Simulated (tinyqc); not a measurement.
Inside a calculation. Method: Ewald sum of point charges, simple cubic lattice in a neutralising background. Computed by tinyqc, a small Python program that keeps every step. Command: `OMP_NUM_THREADS=1 python tinyqc.py 29061 29062 out.jsonl` (the two numbers bound the seeds that draw the settings). One thread of a shared host (Intel(R) Xeon(R) Processor @ 2.60GHz), about 0.02 s of CPU time with the checks.

## Ewald sum with eta = 0.298 1/bohr

cell vectors (rows) (bohr):
```
[[10.4700, 0.0000, 0.0000],
 [0.0000, 10.4700, 0.0000],
 [0.0000, 0.0000, 10.4700]]
```

Charges:
```
q           f1      f2      f3
2.0000  0.0000  0.0000  0.0000
```

Real space: 1/2 sum q_i q_j erfc(eta r)/r over all images with r > 0; reciprocal space: (2 pi/V) sum_(G != 0) exp(-G^2/4 eta^2)/G^2 |S(G)|^2 with S(G) = sum q exp(i G.r); self term -eta/sqrt(pi) sum q^2; background -pi Q^2/(2 V eta^2), Q the total charge.

Real-space shells (first ones):
```
r (bohr)  pairs  sum (hartree)
10.4700       6       1.17e-05
14.8068      12       7.09e-10
18.1346       8              0
```

Reciprocal shells (first ones that count):
```
G^2 (1/bohr^2)  vectors  sum (hartree)
0.3601                6         0.1324
0.7203               12         0.0480
1.0804                8         0.0077
1.4405                6         0.0016
1.8007               24         0.0018
2.1608               24         0.0006
2.8811               12       2.74e-05
3.2412               30       2.21e-05
3.6014               24       5.77e-06
3.9615               24       1.90e-06
4.3216                8       2.11e-07
4.6818               24       2.12e-07
```

## The total does not depend on eta

The same sums for other eta.

Totals (hartree per cell):
```
eta         real  reciprocal     self  background      total
0.2980  1.17e-05      0.1922  -0.6725     -0.0616  -0.541986
0.5200         0      0.6518  -1.1735     -0.0202  -0.541986
0.6330         0      0.9002  -1.4285     -0.0137  -0.541986
```

shortest distance = 10.4700 bohr
